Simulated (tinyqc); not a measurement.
Gate sweep: gated graphene: carriers, quantum capacitance and optical conductivity.

Cones E = +/- hv |k|, four flavours, D(E) = 2|E|/(pi hv^2). n = (2/pi)(kT/hv)^2 F_1(mu/kT), p = (2/pi)(kT/hv)^2 F_1(-mu/kT), in 1/angstrom^2 (1e16 for 1/cm^2); F_1(eta) = integral_0^infinity x dx/(1 + exp(x - eta)). Cq/e^2 = d(n - p)/d mu = (2 kT/(pi hv^2)) ln(2 + 2 cosh(mu/kT)).

Gate: V = mu/e + e (n - p)/Cox with Cox/e^2 = k/(4 pi e2 t), t in angstrom, e2 = e^2/(4 pi eps0); 1/(eV angstrom^2) in C/e^2 equals 1602.176634 microfarad/cm^2; total 1/C = 1/Cox + 1/Cq.

Constants: kB = 8.617333262e-05 eV/K; e^2/(4 pi eps0) = 14.39964547 eV angstrom.

Parameters, chosen for this exercise (Fermi velocity near that of graphene, gate dielectric near SiO2; the results hold for these values, not for the real material): hv = 6.24 eV angstrom (hbar vF); T = 400 K; k = 3.84 (dielectric constant of the gate layer); t = 10 nm (its thickness).

Results:
```
V (V)  mu (eV)  n - p (1/cm^2)  n + p (1/cm^2)  Cq (microfarad/cm^2)  C/Cox  Cox V/e (1/cm^2)
0       0.0000               0        3.20e+11                  1.25  0.786                 0
0.12    0.0250        2.02e+11        3.71e+11                  1.37  0.801          2.55e+11
0.31    0.0587        5.33e+11        6.01e+11                  1.84  0.844          6.58e+11
0.77    0.1151        1.39e+12        1.40e+12                  3.08  0.901          1.63e+12
1.5     0.1747        2.81e+12        2.81e+12                  4.59  0.931          3.18e+12
2.7     0.2446        5.21e+12        5.21e+12                  6.41  0.950          5.73e+12
3.9     0.2993        7.64e+12        7.64e+12                  7.84  0.958          8.28e+12
5.8     0.3702        1.15e+13        1.15e+13                  9.70  0.966          1.23e+13
8.5     0.4528        1.71e+13        1.71e+13                  11.9  0.972          1.80e+13
```

What can be read from this table?

At neutrality n + p = 3.20e+11 1/cm^2 of thermal carriers remain and C/Cox = 0.786; at the last row C/Cox = 0.972 and the plain capacitor rule overstates n - p by 5.6 %. Between the last two rows mu goes as V^0.53; for |mu| well above kT the limits are 1/2 where Cox is small against Cq and 1 where it is large.

Computed by tinyqc, a small Python program: `OMP_NUM_THREADS=1 python tinyqc.py 1682733 1682734 out.jsonl` (the numbers bound the seed that draws the inputs); one thread of a shared host (Intel(R) Xeon(R) Processor @ 2.30GHz), about 0.01 s for the whole set of steps.
